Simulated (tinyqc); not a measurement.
Charge neutrality of a doped semiconductor with incomplete ionisation: one step, computed by the program tinyqc.

Energies are counted from the top of the valence band; E_D is measured down from the conduction band and E_A up from the valence band.

Task: Densities at the solution. n = N_c F_1/2((E_F - E_g)/k_B T), p = N_v F_1/2(-E_F/k_B T). F_1/2(eta) = (2/sqrt(pi)) int_0^infinity sqrt(x)/(1 + exp(x - eta)) dx, by the trapezoid rule in t = sqrt(x) with step 0.02 up to t = 12 (for eta < -12 by exp(eta) - exp(2 eta)/2^(3/2)). N_D+ = N_D/(1 + g_D exp((E_F - E_g + E_D)/k_B T)). N_A- = N_A/(1 + g_A exp((E_A - E_F)/k_B T)).

Inputs (values chosen for the exercise, modelled on silicon):

| quantity | value | unit |
|---|---|---|
| donor density N_D | 1.6e+18 | cm^-3 |
| acceptor density N_A | 9.2e+16 | cm^-3 |
| donor depth E_D | 0.0446 | eV |
| acceptor depth E_A | 0.0441 | eV |
| donor degeneracy g_D | 2 | - |
| acceptor degeneracy g_A | 4 | - |
| temperature T | 100 | K |

Doping: n-type, compensated. Statistics of the bands: Fermi-Dirac.

Fermi level E_F (last iterate) = 1.119899 eV

gap E_g = 1.153701 eV

N_c = 5.493034e+18 cm^-3

N_v = 3.346053e+18 cm^-3

k_B T = 0.008617333 eV

Give: majority density n; minority density p; ionised share of the donors; distance of E_F from the majority band edge.

Result:

majority density n = 1.080e+17 cm^-3

minority density p = 1.214e-38 cm^-3

ionised share of the donors = 0.1250

distance of E_F from the majority band edge = 0.03380 eV
